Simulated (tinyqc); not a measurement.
Starting guesses with plain Roothaan steps: SCF starting guesses in the sto-3g basis, for H3+, spin multiplicity 1. Computed by the program tinyqc with PySCF. Command: `OMP_NUM_THREADS=1 python tinyqc.py 111576 111577 out.jsonl`; one thread of a shared host (Intel(R) Xeon(R) Processor @ 2.60GHz), about 0.2 s.

Geometry (angstrom):
```
atom       x       y       z
H     0.0000  0.0000  0.0000
H     0.0000  0.0000  1.5340
H     0.0000  1.3290  0.7670
```

lowest restricted solution found by these runs and by PySCF = -1.105126 hartree

RHF with one setting changed at a time; a run stops when the energy changes by less than 1e-09 hartree and the error matrix is below 1e-5. Starts: the lowest orbitals of the core Hamiltonian, of the Wolfsberg-Helmholz matrix (K = 1.75), projected atomic densities, random orbitals, and the highest orbitals of the core Hamiltonian (a deliberately bad start).

Largest element of the error matrix X^T (FDS - SDF) X:
```
iteration     core  Wolfsberg-Helmholz  atomic densities   random  highest core orbitals
1          1.2e-04             8.6e-05           1.2e-05  2.9e-01                9.4e-13
2          3.5e-06             2.4e-06           4.1e-05  2.0e-01                3.3e-01
3          9.6e-08             6.6e-08           1.1e-06  4.6e-03                1.4e-02
4                -                   -           3.1e-08  1.3e-04                4.3e-04
5                -                   -                 -  3.5e-06                1.2e-05
6                -                   -                 -  9.6e-08                3.3e-07
```

How each run ends:
```
run                    iterations  E (hartree)         state
core                            3    -1.105126  lowest found
Wolfsberg-Helmholz              3    -1.105126  lowest found
atomic densities                4    -1.105126  lowest found
random                          6    -1.105126  lowest found
highest core orbitals           6    -1.105126  lowest found
```

5 of 5 runs reach the lowest restricted solution found, in 3 to 6 iterations (fastest: core, Wolfsberg-Helmholz). The first errors are 1e-04, 9e-05, 1e-05, 3e-01, 9e-13; the deliberately bad start has the smallest one, so a small first error does not mark a good start.
